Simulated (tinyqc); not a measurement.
Energy and delay of logic against supply voltage: two steps of the calculation.

One expression serves below and above threshold: I(Vg) = Ik [ln(1 + exp((Vg - VT + dd V)/(al nf Vt)))]^al, with I_on = I(V) and I_off = I(0). Gate delay td = kd C V/I_on, clock period LD td. Per gate and cycle the switching energy is act C V^2 and the leakage energy I_off V LD td. No short-circuit current, no variation. Minima are sought above 0.09 V; below a few Vt gates no longer switch and the model has no meaning.

Inputs (values chosen for the exercise); values of the order met in logic technologies:
- T = 358 K (temperature)
- VT = 0.25 V (threshold voltage at zero drain bias)
- nf = 1.32 (slope factor)
- dd = 0.04 (barrier lowering per volt of supply)
- Ik = 2.5 uA (specific current of a gate)
- al = 1.46 (exponent of the current law)
- C = 1.8 fF (load capacitance of a gate)
- kd = 0.9 (delay factor)
- LD = 60 (logic depth)
- act = 0.02 (activity factor)
- V = 0.56 V (supply voltage)

Constants: q = 1.602176634e-19 C, kB = 1.380649e-23 J/K, Vt = kB T/q. Results are converted to the units shown.

Problem 1. Currents, delay and energies. I_on, I_off, td, clock frequency 1/(LD td), both energies and their sum.

Give: I_on; I_off; td; clock frequency; switching energy; leakage energy; energy.

Solution 1.

I_on = 30.880 uA
I_off = 9.2000 nA
td = 29.378 ps
clock frequency = 0.56732 GHz
switching energy = 11.290 aJ
leakage energy = 9.0813 aJ
energy = 20.371 aJ

I_on/I_off = 3360; leakage makes up 44.6 % of the energy.

Problem 2. New V. Minimum-energy supply: E(V) is the energy per gate and cycle; with h = 0.001 V, E' = (E(V + h) - E(V - h))/(2 h), E'' = (E(V - h) - 2 E(V) + E(V + h))/h^2, V(new) = V - E'/E''.

V after iteration 1 = 0.38677614 V

Wanted: E'; E''; V after iteration 2.

Solution 2.

E' = -3.499 aJ/V
E'' = 499.6 aJ/V^2
V after iteration 2 = 0.3938 V

Computed by the program tinyqc: `OMP_NUM_THREADS=1 python tinyqc.py 2082024 2082025 out.jsonl`, one thread of a shared Intel Xeon 2.30GHz, about 0.01 s for the whole run.
